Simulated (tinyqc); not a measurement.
## Gain of the pnp from the holding current

Problem. On state with both base-emitter voltages at Von: npn base current Ib = (Von/Rs + bp Von/Rw)/(bn bp - 1), holding current Ih = (bn + 1) Ib + Von/Rs. Find bp.

Values chosen for this exercise:
```
symbol,value,unit,meaning
bn,20.6,,current gain of the npn
Rs,98,ohm,substrate resistance shunting the npn
Rw,1000,ohm,well resistance shunting the pnp
Von,0.68,V,base-emitter voltage in the on state
```

Ih = 9.9000767 mA

Answer. Ih gives Ib, and Ib (bn bp - 1) = Von/Rs + bp Von/Rw is linear in bp.

bp = 3.30

tinyqc, about 0.06 s, one thread, Intel Xeon 2.30GHz (shared host): `OMP_NUM_THREADS=1 python tinyqc.py 2670147 2670148 out.jsonl`
